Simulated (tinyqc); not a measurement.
Character of the line: straight dislocations in isotropic elasticity: fields, energies, partials, Peierls stress and walls. Computed by tinyqc, a small Python program. Command: `OMP_NUM_THREADS=1 python tinyqc.py 3005909 3005910 out.jsonl disloc walk`. One thread of a shared host (Intel(R) Xeon(R) Processor @ 2.30GHz), about 0.01 s of CPU time with the checks.

The line runs along z, the glide plane is y = 0, and beta is the angle between b and the line (0 screw, 90 degrees edge): b_e = b sin(beta) along +x with the extra half plane at y > 0, b_s = b cos(beta). Stress is positive in tension.

Inputs (values chosen for the exercise, modelled on aluminium):
```
quantity                       value      unit
shear modulus G                 26.9       GPa
Poisson ratio nu               0.342         -
Burgers vector b               2.863  angstrom
stacking-fault energy gamma      159    mJ/m^2
dislocation density rho      7.2e+14     1/m^2
core radius r0/b                   2         -
```

Character: screw.

Constants: 1 eV/angstrom^3 = 160.2176634 GPa.

Method:
- Energy factor K = G [cos^2(beta) + sin^2(beta)/(1 - nu)].
- E = K b^2/(4 pi) ln(R/r0) with R = 1/(2 sqrt(rho)); tension T = E + d^2E/d(beta)^2 = G b^2 [1 + nu - 3 nu sin^2(beta)]/(4 pi (1 - nu)) ln(R/r0). The core energy is taken into r0.
- Shockley partials have b_p = b/sqrt(3) at the angles beta -/+ 30 degrees; their repulsion balances the fault at d = G b_p^2/(8 pi gamma) (2 - nu)/(1 - nu) [1 - 2 nu cos(2 beta)/(2 - nu)].
- E = K b^2/(4 pi) ln(R/r0); T = G b^2 [1 + nu - 3 nu sin^2(beta)]/(4 pi (1 - nu)) ln(R/r0).

ln(R/r0) = 3.48255

From screw to edge:
```
beta (degrees)  K (GPa)  E (eV/nm)  T (eV/nm)   d (nm)
0                26.900     3.8139     7.7786  0.27225
15               27.837     3.9467     7.3802  0.29787
30               30.395     4.3095     6.2918  0.36785
45               33.891     4.8051     4.8051  0.46344
60               37.386     5.3007     3.3183  0.55904
75               39.945     5.6634     2.2300  0.62902
90               40.881     5.7962     1.8316  0.65463
```

The edge costs 1/(1 - nu) = 1.520 times the screw in energy, yet its tension is only (1 - 2 nu)/(1 + nu) = 0.235 of the screw value, so loops under stress are elongated along b. The edge splits 2.40 times as widely, (2 + nu)/(2 - 3 nu), since there the larger, edge parts of the partials repel with the factor 1/(1 - nu) and the small screw parts attract, while in the screw the roles are exchanged.
